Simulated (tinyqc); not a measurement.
# Changing the field F

Model: Haynes-Shockley experiment: drift, diffusion and decay of a minority-carrier pulse. Computed by tinyqc, a small Python program. Command: `OMP_NUM_THREADS=1 python tinyqc.py 3113786 3113787 out.jsonl haynes sweep`. One thread of a shared host (Intel(R) Xeon(R) Processor @ 2.30GHz), about 0.03 s of CPU time with the checks.

A thin sheet of excess carriers is made at x = 0, t = 0 in a long uniform bar; injection is low, so the pulse moves with the minority mobility.

Inputs (values chosen for the exercise, modelled on holes in n-type germanium in a lightly doped bar): minority mobility mu = 1990 cm^2/(V s); lifetime tau = 70 microsecond; temperature T = 250 K; distance d to the collector = 0.99 cm; injected sheet density N0 = 1.5e+09 1/cm^2.

Constants: k_B = 8.617333262e-05 eV/K.

Method:
- D = mu k_B T/e, v = mu F.
- Transit time d/v, diffusion length sqrt(D tau), drift length v tau, Peclet number v d/D = e F d/(k_B T).
- dn(x, t) = N0/sqrt(4 pi D t) exp(-(x - v t)^2/(4 D t) - t/tau).
- At fixed x the signal peaks where d ln(dn)/dt = 0: a t^2 + t/2 - x^2/(4 D) = 0 with a = v^2/(4 D) + 1/tau.
- The full width at half maximum is found by solving dn(x, t) = peak/2 on both sides of the peak.
- With w the full width at half maximum: mu = d/(F t_p); D = (w d)^2/(16 ln2 t_p^3); Einstein ratio D/mu against k_B T/e.

One run for each value; columns: (1) field F (V/cm); (2) time of the peak t_p (microsecond); (3) width at half maximum (microsecond); (4) peak density (1/cm^3); (5) error of mu (%):
```
(1)       (2)     (3)         (4)     (5)
4.7    103.92  23.424  1.4105e+09  1.8546
7.3     67.56  12.261  2.9762e+09  0.8773
12.0    41.29   5.853  5.5633e+09  0.3961
18.0    27.58   3.193  8.2908e+09  0.2164
29.0    17.14   1.563  1.2217e+10  0.1118
45.0    11.05   0.809  1.6600e+10  0.0636
71.0     7.00   0.408  2.2091e+10  0.0368
110.0    4.52   0.212  2.8489e+10  0.0223
```

Describe and explain the trends.

Over the rows, time of the peak t_p (microsecond) falls from 104 to 4.52 (exponent d ln y / d ln x about -0.99 throughout); width at half maximum (microsecond) falls from 23.4 to 0.212 (exponent d ln y / d ln x about -1.5 throughout); peak density (1/cm^3) rises from 1.41e9 to 2.85e10 (exponent d ln y / d ln x 1.7 between the first rows and 0.58 between the last). The exponent of time of the peak t_p stays between -1.00 and -0.98, near -1: pure drift, t = d/(mu F). The exponent of width at half maximum stays between -1.50 and -1.47, near -1.5: sqrt(D t)/v with t = d/v.

Extremes, crossings and ranges named in words are read from the listed rows.
